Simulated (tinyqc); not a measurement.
Thin-film optics by transfer matrices: sweeps and comparisons. A value that a table varies takes the place of the one given here.

Indices N = n + i k. Snell: N0 sin(theta) = N_j sin(theta_j), with Im(N_j cos theta_j) >= 0. Admittance y_j = N_j cos theta_j for s and N_j/cos theta_j for p. Phase delta_j = 2 pi N_j cos theta_j d_j/lambda. Layer matrix [[cos delta, -i sin delta/y], [-i y sin delta, cos delta]], multiplied from the top down to M. (B, C) = M (1, y_sub); r = (y0 B - C)/(y0 B + C), R = |r|^2, T = 4 Re y0 Re y_sub/|y0 B + C|^2, absorbed in the films 1 - R - T.

Ellipsometry: rho = tan(Psi) exp(i Delta) = -conj(r_p/r_s) with the r of the admittance formula, Delta in 0 to 360 degrees, so that a bare dielectric at small angles gives Delta = 180.

Parameters, chosen for this exercise (indices near those of resist on polySi; shifted at random, so the results belong to these values and not to a real crystal): lam = 633 nm (vacuum wavelength); n0 = 1 (ambient index); n = (1.616, 3.902) (n of resist, substrate); k = (0, 0.039) (k in the same order); d = (81) nm (thicknesses, top first); theta = 45 degrees (angle of incidence); pol = p (polarisation).

## Swing curve: thickness of the top film

The first entry of d takes the values listed.

Stack:

| d_1 (nm) | R | T | absorbed |
|---|---|---|---|
| 81.0 | 0.0991 | 0.9009 | 0.0000 |
| 117.3 | 0.0755 | 0.9245 | 0.0000 |
| 153.6 | 0.1350 | 0.8650 | 0.0000 |
| 189.9 | 0.2056 | 0.7944 | 0.0000 |
| 226.2 | 0.2231 | 0.7769 | 0.0000 |
| 262.5 | 0.1755 | 0.8245 | 0.0000 |
| 298.8 | 0.0991 | 0.9009 | 0.0000 |
| 335.1 | 0.0755 | 0.9245 | 0.0000 |
| 371.4 | 0.1350 | 0.8650 | 0.0000 |
| 407.7 | 0.2056 | 0.7944 | 0.0000 |
| 444.0 | 0.2231 | 0.7769 | 0.0000 |
| 480.3 | 0.1755 | 0.8245 | 0.0000 |
| 516.6 | 0.0991 | 0.9009 | 0.0000 |

R swings between 0.0755 and 0.2231 on these points. The period is lambda/(2 Re(N_1 cos theta_1)) = 217.8 nm, six rows. The film does not absorb, so the swing repeats exactly. The swing ratio (max - min)/mean is 1.00.

## Angle of incidence

Both polarisations.

Stack:

| theta (degrees) | R_s | R_p | Psi | Delta |
|---|---|---|---|---|
| 0 | 0.0702 | 0.0702 | 45.00 | 180.00 |
| 15 | 0.0742 | 0.0738 | 44.91 | 176.46 |
| 30 | 0.0898 | 0.0838 | 44.01 | 164.50 |
| 45 | 0.1297 | 0.0991 | 41.16 | 141.14 |
| 55 | 0.1848 | 0.1169 | 38.50 | 117.58 |
| 60 | 0.2272 | 0.1330 | 37.42 | 103.16 |
| 65 | 0.2838 | 0.1595 | 36.86 | 87.18 |
| 70 | 0.3594 | 0.2045 | 37.03 | 70.06 |
| 75 | 0.4601 | 0.2819 | 38.05 | 52.40 |
| 80 | 0.5934 | 0.4139 | 39.87 | 34.70 |
| 85 | 0.7694 | 0.6360 | 42.28 | 17.25 |

R_s and R_p agree at normal incidence (0.0702). R_p is lowest at 0 degrees of those listed (0.0702), where R_s = 0.0702: the two agree there by symmetry, and no oblique row falls below it. R_s rises steadily with the angle.

## Sensitivity of the reflectance

R for both polarisations. Each row changes one parameter from the base and keeps the others.

Results:

| case | R_s | R_p | T_s |
|---|---|---|---|
| base | 0.1297 | 0.0991 | 0.8703 |
| d = (86) nm | 0.0964 | 0.0908 | 0.9036 |
| n = (1.648, 3.902) | 0.1124 | 0.0896 | 0.8876 |
| k = (0, 0.053) | 0.1290 | 0.0989 | 0.8710 |
| lam = 638 nm | 0.1341 | 0.1002 | 0.8659 |
| theta = 50 degrees | 0.1532 | 0.1065 | 0.8468 |

The largest shifts from the base row, up to three for each result and ties (the steps differ in size, so this ranks the rows, not the parameters). R_s: d -0.0333, theta +0.0235, n -0.0174. R_p: n -0.0095, d -0.0083, theta +0.0074. T_s: d +0.0333, theta -0.0235, n +0.0174.

Run: tinyqc, `OMP_NUM_THREADS=1 python tinyqc.py 1680185 1680186 out.jsonl`; Intel(R) Xeon(R) Processor @ 2.30GHz, one thread, shared host; about 0.02 s of CPU time with all checks.
